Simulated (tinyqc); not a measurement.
## Avrami exponent and time from two shares

Question. f = 1 - exp(-(t/tau)^m). Find m and tau.

f at t = 93 and 240 ns: [0.11768838, 0.88373794]

Solution. ln(-ln(1 - f)) is linear in ln t with slope m.

m = 3.00
tau = 186 ns

Numbers from tinyqc (`OMP_NUM_THREADS=1 python tinyqc.py 2860103 2860104 out.jsonl`; about 0.01 s on one thread of a shared Intel Xeon 2.30GHz).
